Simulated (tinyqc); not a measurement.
Inside a calculation. Method: Hubbard ring of 6 sites. Computed by tinyqc, a small Python program that keeps every step. Settings: hopping = 1.72, U = 6.7, mixing = 0.2, iteration cap = 83. Command: `OMP_NUM_THREADS=1 python tinyqc.py 22835 22836 out.jsonl` (the two numbers bound the seeds that draw the settings). One thread of a shared host (Intel(R) Xeon(R) Processor @ 2.60GHz), about 0.4 s of CPU time with the checks.

one-body matrix (hopping and site energies) (eV):
```
           1          2          3          4          5          6
1   0.000000  -1.720000   0.000000   0.000000   0.000000  -1.720000
2  -1.720000   0.000000  -1.720000   0.000000   0.000000   0.000000
3   0.000000  -1.720000   0.000000  -1.720000   0.000000   0.000000
4   0.000000   0.000000  -1.720000   0.000000  -1.720000   0.000000
5   0.000000   0.000000   0.000000  -1.720000   0.000000  -1.720000
6  -1.720000   0.000000   0.000000   0.000000  -1.720000   0.000000
```

U = 6.700000 eV

electrons, up and down: 3  3

n(up) at the start (a guess, not normalised): 1 0.950000, 2 0.050000, 3 0.950000, 4 0.050000, 5 0.950000, 6 0.050000

n(down) at the start (a guess): 1 0.050000, 2 0.950000, 3 0.050000, 4 0.950000, 5 0.050000, 6 0.950000

Each step fills the lowest levels of T + U n(other spin) and sets n(new) = n + mixing (n(out) - n); stop when output and input agree to 1e-8.

Course of the cycle:
```
iteration       E (eV)  largest |n(out) - n(in)|  mean |n_up - n_down|
1          -4.94544704                  5.06e-02              0.798773
2          -4.95701803                  4.35e-02              0.792655
3          -4.96593147                  3.76e-02              0.787185
4          -4.97279985                  3.25e-02              0.782306
5          -4.97809481                  2.82e-02              0.777962
6          -4.98217907                  2.45e-02              0.774100
7          -4.98533137                  2.13e-02              0.770671
8          -4.98776587                  1.86e-02              0.767630
9          -4.98964719                  1.62e-02              0.764935
10         -4.99110189                  1.41e-02              0.762549
11         -4.99222736                  1.24e-02              0.760437
...                ...                       ...                   ...
73         -4.99610610                  4.83e-06              0.744462
74         -4.99610610                  4.26e-06              0.744461
75         -4.99610610                  3.75e-06              0.744460
76         -4.99610610                  3.31e-06              0.744460
77         -4.99610610                  2.92e-06              0.744459
78         -4.99610610                  2.58e-06              0.744459
79         -4.99610610                  2.27e-06              0.744458
80         -4.99610610                  2.00e-06              0.744458
81         -4.99610610                  1.77e-06              0.744458
82         -4.99610610                  1.56e-06              0.744457
83         -4.99610610                  1.37e-06              0.744457
```

Can the last value be used, and what does the course show?

Not by the stop rule, although the second column moves by less than 1e-07 over the last three steps. Not converged within 83 iterations: the residual falls steadily but slowly, by a factor of about 0.88 a step. The lowest mean-field energy found from random starts is -4.99611 eV. Reruns (cap 100 unless said): mixing 0.5: converged in 45 (E = -4.99611); mixing 0.9: converged in 21 (E = -4.99611); the original settings with a cap of 400: converged in 123 (E = -4.99611).
